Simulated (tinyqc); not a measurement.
Worked calculation: MP2 on RHF in the sto-3g basis, frozen core, for BeH+, spin multiplicity 1. One step of it, computed by the program tinyqc.

Problem. Second-order Moller-Plesset energy. E2 = sum_ijab (ia|jb) [2 (ia|jb) - (ib|ja)] / (e_i + e_j - e_a - e_b) over occupied i, j and virtual a, b; the opposite-spin part is (ia|jb)^2 / denominator, the rest is same-spin, and SCS-MP2 scales them by 6/5 and 1/3.

orbital energies (hartree): MO1 -5.013549, MO2 -0.711873, MO3 -0.260442, MO4 -0.138135, MO5 -0.138135, MO6 0.267099

Two-electron integrals over orbitals (pq|rs), unique and non-zero (hartree); the lowest 1 orbital is frozen and left out:
```
(22|22) 0.511571    (32|22) -0.067572   (32|32) 0.040006    (33|22) 0.320398
(33|32) 0.031004    (33|33) 0.459858    (42|42) 0.043298    (43|42) 0.031683
(43|43) 0.051340    (44|22) 0.362779    (44|32) 0.023262    (44|33) 0.396273
(44|44) 0.449859    (52|52) 0.043298    (53|52) 0.031683    (53|53) 0.051340
(54|54) 0.024249    (55|22) 0.362779    (55|32) 0.023262    (55|33) 0.396273
(55|44) 0.401360    (55|55) 0.449859    (62|22) 0.048927    (62|32) -0.048219
(62|33) -0.025179   (62|44) -0.059651   (62|55) -0.059651   (62|62) 0.121660
(63|22) -0.056051   (63|32) 0.034448    (63|33) 0.056749    (63|44) 0.021423
(63|55) 0.021423    (63|62) -0.050223   (63|63) 0.051841    (64|42) -0.029053
(64|43) -0.013054   (64|64) 0.025454    (65|52) -0.029053   (65|53) -0.013054
(65|65) 0.025454    (66|22) 0.511073    (66|32) -0.067644   (66|33) 0.348738
(66|44) 0.366881    (66|55) 0.366881    (66|62) 0.079236    (66|63) -0.057332
(66|66) 0.550005
```

Hartree-Fock energy = -14.65731188 hartree

Give: Terms; Pair energies; MP2 correlation energy; SCS-MP2 correlation energy; MP2 total energy.

Solution.

Terms:
```
i  j  a  b  (ia|jb)  (ib|ja)  denominator       term
2  2  6  6    0.122    0.122       -1.958     -0.008
2  2  3  3    0.040    0.040       -0.903  -1.77e-03
2  2  4  4    0.043    0.043       -1.147  -1.63e-03
2  2  5  5    0.043    0.043       -1.147  -1.63e-03
2  2  6  3   -0.048   -0.048       -1.430  -1.63e-03
2  2  3  6   -0.048   -0.048       -1.430  -1.63e-03
```

Pair energies (hartree; pair i-j sums ij and ji):
```
pair  opposite spin  same spin
2-2          -0.016          0
```

MP2 correlation energy = -0.01585 hartree

SCS-MP2 correlation energy = -0.01902 hartree

MP2 total energy = -14.67316 hartree
